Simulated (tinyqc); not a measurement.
# Capacitance measurement on a leaky thin oxide: effects of series resistance and leakage, step by step

tinyqc, about 0.01 s, one thread, Intel Xeon 2.30GHz (shared host): `OMP_NUM_THREADS=1 python tinyqc.py 2022167 2022168 out.jsonl` Printed values are rounded.

The device is a capacitance C in parallel with a leakage conductance G, in series with Rs and Ls. An impedance meter reports either a parallel pair (Cp, Gp) from Y = 1/Z = Gp + i w Cp or a series pair (Cs, Rm) from Z = Rm + 1/(i w Cs); w = 2 pi f, dissipation D = Gp/(w |Cp|).

Parameters, values chosen for the exercise; values of the order met in thin-oxide MOS capacitors:
```
symbol,value,unit,meaning
eox,21.4,,relative permittivity of the gate insulator (close to hafnium oxide)
tox,3.6,nm,insulator thickness
A,10000,um^2,gate area
zc,0.46,nm,oxide-equivalent thickness added by the accumulation layer
zp,0,nm,oxide-equivalent thickness added by gate depletion
Jg,3.3,A/cm^2,"gate leakage current density, not matched to the thickness"
Vs,0.44,V,voltage for an e-fold rise of the leakage
Rs,21,ohm,series resistance
Ls,230,nH,series inductance
f,1e5,Hz,measuring frequency
```

Constants: eps0 = 8.8541878128e-14 F/cm where lengths are in cm. Results are converted to the units shown.

## True capacitance and conductance

EOT = 3.9 tox/eox; CET = EOT + zc + zp; C = 3.9 eps0 A/CET; G = Jg A/Vs.

EOT = 0.656075 nm
CET = 1.11607 nm
C = 309.400 pF
G = 750 uS

## What the meter reports

Z = Rs + i w Ls + 1/(G + i w C).

Z = 1270.39-323.70i ohm
Cp = 299.757 pF
Gp = 739.168 uS
Cs = 4916.73 pF
D = 3.92459

Cp is 3.1 % below C and Cs is 15.9 times it; G Rs = 0.0158, w C Rs = 0.00408 and G/(w C) = 3.86.
